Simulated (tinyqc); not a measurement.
Changing the target C44: Finnis-Sinclair potential for a bcc metal: fit to cohesion and elasticity, then vacancy, surfaces and structure. Computed by tinyqc, a small Python program. Command: `OMP_NUM_THREADS=1 python tinyqc.py 3110295 3110296 out.jsonl fsfit sweep`. One thread of a shared host (Intel(R) Xeon(R) Processor @ 2.30GHz), about 0.01 s of CPU time with the checks.

E = (1/2) sum V(r) - A sqrt(rho), rho = sum phi(r), phi = (r - d)^2 for r < d, V = (r - c)^2 (c0 + c1 r + c2 r^2) for r < c. In bcc the 8 first neighbours lie at sqrt(3) a/2 and the 6 second at a; both cut-offs lie below the third shell; Omega = a^3/2; E is per atom and z the number of atoms in a shell. The four constants A, c0, c1, c2 are fitted to E_c, zero pressure, B and C12 - C44 alone, so C44 and C11 - C12 are not matched singly; defects are unrelaxed.

Inputs (values chosen for the exercise, modelled on tantalum):
```
quantity             value      unit
lattice constant a   3.306  angstrom
cohesive energy E_c   8.16        eV
target C11             264       GPa
target C12             164       GPa
density cut-off d/a  1.228         -
pair cut-off c/a     1.268         -
```

Constants: 1 eV/angstrom^3 = 160.2176634 GPa.

Method:
- rho = sum z phi, rho1 = sum z r phi', rho2 = sum z r^2 phi''. At zero pressure the effective pair part V + 2 F' phi obeys C12 = C44, so C12 - C44 = F'' (rho1/3)^2/Omega with F'' = A/(4 rho^(3/2)); this gives A.
- With v_k = (r - c)^2 r^k the rows are (1/2) sum z v_k, (1/2) sum z r v_k' and (1/2) sum z r^2 v_k''. With rho1 = sum z r phi' and rho2 = sum z r^2 phi'' the right-hand sides are: -E_c + A sqrt(rho) (cohesion); A rho1/(2 sqrt(rho)) (zero pressure); 9 B Omega + A [rho2/(2 sqrt(rho)) - rho1^2/(4 rho^(3/2))] with B = (C11 + 2 C12)/3.
- Solve the three equations.
- Second differences of E with strains of 1e-4: e_xx gives C11, (e_xx, e_yy) = (1, -1) gives 2 (C11 - C12), an engineering shear gives C44. B and C12 - C44 are fitted; the one combination left tests the choice of d.
- E_v = -A sum_shells z [sqrt(rho - phi(r)) - sqrt(rho)] - (1/2) sum z V(r): the neighbours lose one bond each, and the atom is put back in the bulk.

One run for each value:
```
target C44 (GPa)  A (eV/angstrom)  E_v/E_c  error of C44 (%)
58.9                       3.4068  0.21266            28.951
68.4                       3.0988  0.28383            12.826
77.8                       2.7941  0.35425             0.747
87.2                       2.4894  0.42467            -8.728
96.6                       2.1847  0.49508           -16.359
106.0                      1.8800  0.56550           -22.636
115.0                      1.5883  0.63292           -27.685
```

Describe and explain the trends.

Over the rows, A (eV/angstrom) falls from 3.41 to 1.59 (exponent d ln y / d ln x -0.63 between the first rows and -2.1 between the last); E_v/E_c rises from 0.213 to 0.633 (exponent d ln y / d ln x 1.9 between the first rows and 1.4 between the last); error of C44 (%) falls from 29.0 to -27.7. A is proportional to C12 - C44; as the Cauchy pressure shrinks the model tends to a pair potential, for which E_v/E_c = 1. Left out: 49.5 (the fit is far from the shear constants).
